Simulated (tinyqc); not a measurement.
Inside a calculation. Model: oxide trap near a transistor channel: two-state multiphonon kinetics, telegraph noise and bias instability. Computed by tinyqc, a small Python program that keeps every step. Command: `OMP_NUM_THREADS=1 python tinyqc.py 3013555 3013556 out.jsonl oxidetrap walk`. One thread of a shared host (Intel(R) Xeon(R) Processor @ 2.30GHz), about 0.01 s of CPU time with the checks. Intermediate numbers are printed to about 7 digits and carried at full precision; extremes and crossings named in words are read from the listed rows.

An n-channel device under positive gate bias. The trap is empty (state 1) or holds an electron (state 2); both states are parabolas of equal curvature, and the electron reservoir is taken at the Fermi level of the channel.

Inputs (values chosen for the exercise, with an insulator like Al2O3 on silicon):

| quantity | value | unit |
|---|---|---|
| insulator constant eps_ox | 8.9 | - |
| insulator thickness t_ox | 2.8 | nm |
| trap depth x from the interface | 0.62 | nm |
| tunnel barrier phi_b | 2.12 | eV |
| tunnelling mass m_ox | 0.33 | m_0 |
| trap level above E_F at zero field E_t | 0.2 | eV |
| relaxation energy E_R | 2.5 | eV |
| oxide field F | 1.8 | MV/cm |
| attempt rate k_0 at the interface | 4e+11 | 1/s |
| temperature T | 350 | K |
| channel width W | 400 | nm |
| channel length L | 67 | nm |
| frequency f | 1000 | Hz |
| stress time t_s | 200 | s |

Parts treated: one trap.

Constants: hbar^2/(2 m_0) = 3.80998212 eV angstrom^2; k_B = 8.617333262e-05 eV/K; e = 1.602176634e-19 C; eps_0 = 8.8541878128e-12 F/m.

## Tunnelling factor

kappa = sqrt(2 m_ox phi_b)/hbar = sqrt(m_ox phi_b/(hbar^2/2m_0)); attenuation length lambda = 1/(2 kappa); factor exp(-x/lambda) for a rectangular barrier.

kappa = 4.285124 1/nm

attenuation length lambda = 0.1166827 nm

tunnelling factor = 0.004924393

## Barriers and time constants

E_21 = E_t - e F x is the energy of state 2 over state 1; barriers E_c = (E_R + E_21)^2/(4 E_R), E_e = E_c - E_21; tau_c = exp(E_c/k_B T)/(k_0 P), tau_e = exp(E_e/k_B T)/(k_0 P), P the tunnelling factor; occupation f_2 = tau_e/(tau_c + tau_e); 1/tau_0 = 1/tau_c + 1/tau_e.

E_21 = 0.0884 eV

capture barrier E_c = 0.6699815 eV

emission barrier E_e = 0.5815815 eV

capture time tau_c = 2.253698 s

emission time tau_e = 0.1202241 s

occupation f_2 = 0.05064368

tau_0 = 0.1141355 s

The two times are within a factor 30 of each other, so the trap switches between both states and shows as telegraph noise.

## Step height and noise

Charge-sheet step dV = e (t_ox - x)/(eps_ox eps_0 W L); Lorentzian spectrum S(f) = 4 dV^2 tau_0^2/((tau_c + tau_e)(1 + (2 pi f tau_0)^2)); corner 1/(2 pi tau_0); variance dV^2 f_2 (1 - f_2) = dV^2 tau_0/(tau_c + tau_e).

threshold step dV = 0.1653839 mV

corner frequency = 1.394438 Hz

S(f) = 1.167400e-15 V^2/Hz

root-mean-square noise = 0.03626357 mV

f lies above the corner, on the 1/f^2 tail. Random dopants and current percolation, left out here, spread real steps around this value.

## Stress and recovery of one trap

From the zero-field occupation f(0), f(t) = f_2 + (f(0) - f_2) exp(-t/tau_0) under the field; after t_s the field is removed and f relaxes with the zero-field constants.

occupation at zero field = 0.001316905

tau_0 at zero field = 0.02100292 s

occupation after stress = 0.05064368

half-time of recovery = 0.01455812 s

## Bias dependence of the times

The formulas are those given above.

Against field:

| F (MV/cm) | E_21 (eV) | tau_c (s) | tau_e (s) | f_2 |
|---|---|---|---|---|
| 0.00 | 0.20000 | 15.94870 | 0.0210306 | 0.0013169 |
| 0.54 | 0.16652 | 8.79043 | 0.0351745 | 0.0039855 |
| 1.08 | 0.13304 | 4.88116 | 0.0592696 | 0.0119968 |
| 1.44 | 0.11072 | 3.31125 | 0.0842741 | 0.0248192 |
| 1.80 | 0.08840 | 2.25370 | 0.1202241 | 0.0506437 |
| 2.16 | 0.06608 | 1.53898 | 0.1720773 | 0.1005677 |
| 2.70 | 0.03260 | 0.87384 | 0.2964912 | 0.2533399 |

ln(tau_c/tau_e) falls by e x/k_B T = 2.056 per MV/cm, which measures the depth x if the change of surface potential with bias is left aside. Over these rows tau_c shortens by 1.26 decades and tau_e lengthens by 1.15; the two share the shift almost equally, as the first and last E_21 average to little against E_R.

Checks made by the program: detailed balance tau_c/tau_e = exp(E_21/k_B T) (relative difference below 1e-10); the integral of S(f) against the variance (relative difference below 1e-10).
